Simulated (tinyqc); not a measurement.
Electron continuity equation in a given potential, Scharfetter-Gummel discretisation: current and errors against the applied potential.

Steady state in one dimension: J = q mu n E + q D dn/dx with E = -dpsi/dx and D = mu Vt, dJ/dx = q (n/tau - G), fixed densities nL and nR at the ends. The potential is given, psi = U (x/L)^2, and is not changed by the electrons.

11 equal intervals. Fluxes J_i = (q D/h)(n_(i+1) P_i - n_i Q_i), d_i = (psi_(i+1) - psi_i)/Vt: Scharfetter-Gummel P = B(d), Q = B(-d), B(d) = d/(exp(d) - 1); central P = 1 - d/2, Q = 1 + d/2; upwind P = 1 + max(-d, 0), Q = 1 + max(d, 0). Balance at each inner node: J_i - J_(i-1) = q h (n_i/tau - G). The reference is Scharfetter-Gummel on 4000 intervals or more. Errors are those of J on the first interval against the reference at its midpoint; errors under 1e-6 % are printed as 0.

Parameters, values chosen for the exercise; mobility that of a made-up semiconductor:
```
symbol    value        unit                  meaning
T           293           K              temperature
mu         4070  cm^2/(V s)        electron mobility
L          0.25          um     length of the region
nL       1.3e15       cm^-3         density at x = 0
nR            0       cm^-3         density at x = L
tau     2.4e-12           s                 lifetime
G             0  cm^-3 s^-1  uniform generation rate
```

Constants: q = 1.602176634e-19 C, kB = 1.380649e-23 J/K, Vt = kB T/q. Results are converted to the units shown.

Results:
```
U (V)	largest |d|	reference J (A/cm^2)	SG error (%)	central error (%)	upwind error (%)	most negative central n (cm^-3), 0 if none
-0.014	0.09623	-1269	-0.0289	-0.0414	1.25	0
-0.056	0.3849	-965.1	-0.160	-0.424	6.13	0
-0.14	0.9623	-628.9	-0.250	-1.26	12.5	0
-0.28	1.925	-439.7	-0.366	-1.57	12.9	0
-0.42	2.887	-351.8	-0.525	-2.45	14.8	-3.08e9
-0.83	5.705	-231.0	-1.17	-5.60	22.0	-1.85e11
-1.2	8.248	-179.0	-1.97	-8.92	27.7	-3.12e11
```

Estimate the missing row, U = -0.61 V.

Computed row:
```
U (V)	largest |d|	reference J (A/cm^2)	SG error (%)	central error (%)	upwind error (%)	most negative central n (cm^-3), 0 if none
-0.61	4.193	-281.5	-0.789	-3.83	18.3	-7.67e10
```

With this row back in the table: The reference current rises from -1270 to -179 A/cm^2. The largest errors in size are 2.0 % (Scharfetter-Gummel), 8.9 % (central) and 28 % (upwind). Central differences give negative densities for U = -0.42, -0.61, -0.83, -1.2 V; these rows have |d| above 2, which makes negative values possible though not certain.

Range of the model: The drift velocity mu E exceeds 1e7 cm/s somewhere, where real mobilities no longer stay constant.

Computed by the program tinyqc: `OMP_NUM_THREADS=1 python tinyqc.py 2220142 2220143 out.jsonl`, one thread of a shared Intel Xeon 2.30GHz, about 0.01 s for the whole run.
